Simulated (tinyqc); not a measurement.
From one set of inputs to another, one input at a time: mobility of a non-polar semiconductor in the relaxation-time approximation. Computed by tinyqc, a small Python program. Command: `OMP_NUM_THREADS=1 python tinyqc.py 3005178 3005179 out.jsonl rta ladder`. One thread of a shared host (Intel(R) Xeon(R) Processor @ 2.30GHz), about 0.01 s of CPU time with the checks.

Each valley is treated as a sphere of mass m_d for states and rates, with one isotropic relaxation time; the conductivity mass m_c sets the current.

The inputs printed are set A. Inputs not listed in the table keep their values of set A, so the rows need not describe a real material.

Inputs (values chosen for the exercise, modelled on electrons in diamond):

| quantity | value | unit |
|---|---|---|
| longitudinal mass m_l | 1.47 | m_0 |
| transverse mass m_t | 0.278 | m_0 |
| equivalent valleys Z | 6 | - |
| non-parabolicity alpha | 0.19 | 1/eV |
| static permittivity eps_s | 5.7 | - |
| density rho | 3515 | kg/m^3 |
| sound velocity v_l | 18200 | m/s |
| acoustic deformation potential D_A | 9 | eV |
| phonon energy hbar w | 137 | meV |
| optical or intervalley deformation potential D_o | 8.4 | 1e8 eV/cm |
| final valleys Z_f | 5 | - |
| carrier density n | 4.7e+19 | 1/cm^3 |
| compensation ratio C | 0 | - |
| temperature T | 500 | K |
| alloy fraction x | 0.13 | - |
| alloy potential U | 0.51 | eV |
| lattice constant a | 3.57 | angstrom |

Band: Kane. Impurity formula: Brooks-Herring. Further scattering: alloy.

Constants: k_B = 8.617333262e-05 eV/K; m_0 = 9.1093837015e-31 kg; e = 1.602176634e-19 C; hbar = 1.054571817e-34 J s; eps_0 = 8.8541878128e-12 F/m; k_B = 1.380649e-23 J/K; hbar = 6.582119569e-16 eV s.

Method:
- m_d = (m_l m_t^2)^(1/3); 1/m_c = (1/m_l + 2/m_t)/3; Hall mass factor A = 3 K_m (K_m + 2)/(2 K_m + 1)^2, K_m = m_l/m_t; N_I = n (1 + C)/(1 - C).
- Kane band: hbar^2 k^2/(2 m) = E (1 + alpha E), speed v = hbar k/(m (1 + 2 alpha E)), states per spin, volume and energy g(E) = m k (1 + 2 alpha E)/(2 pi^2 hbar^2); overlap factors are set to 1. Here m = m_d. Masses are multiplied by m_0 and all formulas are in SI units.
- The reduced Fermi level eta = E_F/(k_B T) solves n = 2 Z int g f dE with f = 1/(1 + exp(x - eta)) (Z = 1 unless valleys are given); screening length L_s = sqrt(eps_s eps_0 k_B T/(e^2 dn/deta)), dn/deta = 2 Z int g f (1 - f) dE.
- Integrals over x = E/(k_B T) use 160 Gauss-Legendre points in u = sqrt(x) from 0 to sqrt(max(eta, 0) + 32).
- Phonon occupation N_q = 1/(exp(hbar w/(k_B T)) - 1).
- Acoustic deformation potential (elastic, equipartition, absorption and emission together): 1/tau = 2 pi k_B T D_A^2 g(E)/(hbar rho v_l^2).
- Optical or intervalley deformation potential: 1/tau = (pi Z_f D_o^2/(rho w)) [N_q g(E + hbar w) + (N_q + 1) g(E - hbar w)], with g = 0 below the band edge.
- Each optical term is multiplied by (1 - f(E'))/(1 - f(E)), E' the final energy, for Pauli blocking.
- Singly charged impurities, momentum relaxation: 1/tau = N_I e^4 m (1 + 2 alpha E) Phi/(8 pi (eps_s eps_0)^2 hbar^3 k^3), with alpha = 0 for a parabolic band.
- Brooks-Herring: Phi = ln(1 + b) - b/(1 + b), b = 4 k^2 L_s^2.
- Alloy disorder: 1/tau = (2 pi/hbar) Omega x (1 - x) U^2 g(E), Omega = a^3/4 (other conventions for Omega rescale U).
- mu = (m_d/m_c) (2 Z e/(3 n k_B T)) int g v^2 tau f (1 - f) dE.
- Averages over x are split at the emission threshold x_0 = hbar w/(k_B T): 64 Gauss-Legendre points in sqrt(x) below it and 128 in sqrt(x - x_0) above it, up to x = max(eta, 0) + 32.
- Rates are added at each energy before the average. With <y> = int g v^2 y f (1 - f) dE: Hall factor r_H = A (3 n k_B T/(2 Z m_d)) <tau^2/(1 + 2 alpha E)>/<tau>^2 (alpha = 0 for a parabolic band); Hall mobility r_H mu; |S| = (k_B/e) (<x tau>/<tau> - eta); resistivity 1/(n e mu).

Each row keeps all changes above it:

| input moved | from | to | drift mobility mu (cm^2/(V s)) | Seebeck coefficient \|S\| (microvolt/K) | resistivity (ohm cm) |
|---|---|---|---|---|---|
| set A | - | - | 87.9 | 305.0 | 0.001511 |
| temperature T (K) | 500 | 300 | 136.7 | 229.3 | 0.000971 |
| carrier density n (1/cm^3) | 4.7e+19 | 4.8e+18 | 151.8 | 466.4 | 0.008564 |
| alloy potential U (eV) | 0.51 | 0.86 | 140.9 | 460.8 | 0.009231 |
| static permittivity eps_s | 5.7 | 14.3 | 363.4 | 446.1 | 0.003579 |
| transverse mass m_t (m_0) | 0.278 | 0.2 | 553.5 | 423.2 | 0.002349 |
| optical or intervalley deformation potential D_o (1e8 eV/cm) | 8.4 | 6.5 | 559.3 | 426.1 | 0.002325 |
| non-parabolicity alpha (1/eV) | 0.19 | 0.36 | 537.0 | 425.7 | 0.002422 |

Where does the difference come from?

Drift mobility mu goes from 87.9 to 537, a factor 6.11 in all. The largest single move comes from static permittivity eps_s (a factor 2.58). Seebeck coefficient |S| goes from 305 to 426, a factor 1.40 in all. The largest single move comes from carrier density n (a factor 2.03), and temperature T works against it (a factor 0.752). Resistivity goes from 0.00151 to 0.00242, a factor 1.60 in all. The largest single move comes from carrier density n (a factor 8.82), and static permittivity eps_s works against it (a factor 0.388). The single moves hold for this order of the switches; the total does not depend on the order.

Caution (all rows): diamond forms no such random alloy, so the alloy term is a formal exercise. Caution (all rows): above a few 1e18 per cm^3 the Born approximation, static screening and an unperturbed band are rough; measured mobilities are usually lower. Caution (all rows): n is taken as given; at low temperature (in diamond even at 300 K) real dopants can freeze out, which changes n and N_I.

Extremes, crossings and ranges named in words are read from the listed rows.
